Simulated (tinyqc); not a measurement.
Worked calculation: thin-film optics by transfer matrices. Values are carried at full precision from step to step, so a last printed digit may differ when a step is redone from the rounded ones.

Indices N = n + i k. Snell: N0 sin(theta) = N_j sin(theta_j), with Im(N_j cos theta_j) >= 0. Admittance y_j = N_j cos theta_j for s and N_j/cos theta_j for p. Phase delta_j = 2 pi N_j cos theta_j d_j/lambda. Layer matrix [[cos delta, -i sin delta/y], [-i y sin delta, cos delta]], multiplied from the top down to M. (B, C) = M (1, y_sub); r = (y0 B - C)/(y0 B + C), R = |r|^2, T = 4 Re y0 Re y_sub/|y0 B + C|^2, absorbed in the films 1 - R - T.

Parameters, chosen for this exercise (indices near those of resist, ARC on W; the results hold for these values, not for the real material): lam = 633 nm (vacuum wavelength); n0 = 1 (ambient index); n = (1.658, 1.638, 3.636) (n of resist, ARC, substrate); k = (0, 0.02, 2.891) (k in the same order); d = (707, 20.4) nm (thicknesses, top first); theta = 60 degrees (angle of incidence); pol = p (polarisation).

## Angles, admittances and phases

Form cos theta_j, y_j and delta_j.

cos theta_j: ambient 0.5000, film 1 0.8527, film 2 0.8489+0.0040i, substrate 0.9962+0.0170i

y_j: ambient 2.0000, film 1 1.9443, film 2 1.9297+0.0144i, substrate 3.6982+2.8389i

delta_j (rad): film 1 9.9220, film 2 0.2815+0.0048i

## Layer matrices and their product

Form each matrix and multiply from the top down.

matrix of film 1:
```
         1        2
1  -0.8789  0.2453i
2  0.9274i  -0.8789
```

matrix of film 2:
```
                1               2
1  0.9606-0.0013i  0.0013-0.1440i
2  0.0129-0.5361i  0.9606-0.0013i
```

M:
```
                 1                2
1  -0.7128+0.0043i  -0.0008+0.3622i
2  -0.0101+1.3620i  -0.7108+0.0024i
```

Each matrix has determinant 1, and so has M.

## Reflection and transmission

Close the stack on the substrate.

B, C: -1.7441+1.3416i  -2.6455-0.6471i

r = 0.2861-0.4480i
R = 0.2825
T into the substrate = 0.7083
absorbed in the films = 0.0091

The bare substrate would reflect 0.2700.

## Ellipsometric angles

Ellipsometry: rho = tan(Psi) exp(i Delta) = -conj(r_p/r_s) with the r of the admittance formula, Delta in 0 to 360 degrees, so that a bare dielectric at small angles gives Delta = 180.

Repeat the steps for both polarisations.

r_s = -0.4293-0.5238i
r_p = 0.2861-0.4480i
Psi = 38.13 degrees
Delta = 108.10 degrees

## Checks

- R against the recursion of Airy sums from the substrate up: both 0.28252.

tinyqc: `OMP_NUM_THREADS=1 python tinyqc.py 1652395 1652396 out.jsonl`; about 0.01 s, one thread, shared Intel(R) Xeon(R) Processor @ 2.30GHz.
